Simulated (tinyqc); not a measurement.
Interdiffusion in a binary couple: Darken equations, Kirkendall shift and Boltzmann-Matano analysis. Inputs raised by 5 %, one at a time. Computed by tinyqc, a small Python program. Command: `OMP_NUM_THREADS=1 python tinyqc.py 3015492 3015493 out.jsonl darken sens`. One thread of a shared host (Intel(R) Xeon(R) Processor @ 2.30GHz), about 0.1 s of CPU time with the checks.

x is the mole fraction of B; the molar volume is constant, and the two halves are long enough to count as infinite.

Inputs (values chosen for the exercise, for a model alloy A-B):
```
quantity                            value   unit
tracer diffusivity D*_A(0)        2.1e-16  m^2/s
tracer diffusivity D*_B(0)        9.2e-16  m^2/s
slope k of ln D* with x               1.1      -
regular-solution parameter W        0.033     eV
temperature T                         965      K
left composition x_L                 0.26      -
right composition x_R                0.61      -
time t                             790000      s
composition x for the local step     0.43      -
```

Vacancy-wind correction: none.

Constants: k_B = 8.617333262e-05 eV/K.

Method:
- D*_i(x) = D*_i(0) exp(k x); thermodynamic factor Phi = 1 - 2 W x (1 - x)/(k_B T); intrinsic D_i = D*_i Phi; interdiffusion D~ = x D_A + (1 - x) D_B.
- With lambda = z/sqrt(t), the profile solves d/dlambda (D~ dx/dlambda) + (lambda/2) dx/dlambda = 0 with x = x_L and x_R far to the left and right; z = 0 is the original interface. It is solved as a boundary-value problem in y = lambda/sqrt(D~ at the mean composition) on -12 < y < 12 (collocation, tolerance 1e-8).
- Read from the profile: the position z(x), the area -int_(x_L)^x z dx and the slope.
- Lattice planes move with v = (D_B - D_A) dx/dz; markers from the original interface stay at one composition, where z_K = 2 t v.

Runs; columns: (1) input moved; (2) from; (3) to; (4) marker position z_K (um); (5) interdiffusion coefficient D~ at the local x (m^2/s); (6) slope dx/dz at the local x (1/um); (7) composition at the markers:
```
(1)                                     (2)        (3)     (4)         (5)        (6)      (7)
base run                                  -          -  5.8205  7.9457e-16  0.0039411  0.45683
tracer diffusivity D*_A(0) (m^2/s)  2.1e-16  2.205e-16  5.7113  8.0041e-16  0.0039271  0.45646
tracer diffusivity D*_B(0) (m^2/s)  9.2e-16   9.66e-16  6.0719  8.2847e-16  0.0038592  0.45718
slope k of ln D* with x                 1.1      1.155  5.8925  8.1359e-16  0.0038949  0.45713
regular-solution parameter W (eV)     0.033    0.03465  5.7860  7.8498e-16  0.0039658  0.45679
time t (s)                           790000     829500  5.9643  7.9457e-16  0.0038461  0.45683
```

Exponents ln(y'/y) / ln(x'/x); columns: (1) input; (2) marker position z_K; (3) interdiffusion coefficient D~ at the local x; (4) slope dx/dz at the local x; (5) composition at the markers:
```
(1)                              (2)     (3)     (4)     (5)
tracer diffusivity D*_A(0)    -0.388   0.150  -0.073  -0.017
tracer diffusivity D*_B(0)     0.866   0.856  -0.430   0.016
slope k of ln D* with x        0.252   0.485  -0.241   0.014
regular-solution parameter W  -0.122  -0.249   0.128  -0.002
time t                         0.500   0.000  -0.500   0.000
```

Among the inputs moved here: marker position z_K answers most in size to tracer diffusivity D*_B(0) (exponent +0.866), next to time t (+0.500). Its exponent +0.500 in time t: markers move as sqrt(t). Interdiffusion coefficient D~ at the local x answers most in size to tracer diffusivity D*_B(0) (exponent +0.856), next to slope k of ln D* with x (+0.485); its exponent is below 0.0005 for time t. Slope dx/dz at the local x answers most in size to time t (exponent -0.500), next to tracer diffusivity D*_B(0) (-0.430). Its exponent -0.500 in time t: the profile is a function of z/sqrt(t). Composition at the markers answers most in size to tracer diffusivity D*_A(0) (exponent -0.017), next to tracer diffusivity D*_B(0) (+0.016); its exponent is below 0.0005 for time t. Its exponent 0.000 in time t: the marker composition is fixed.
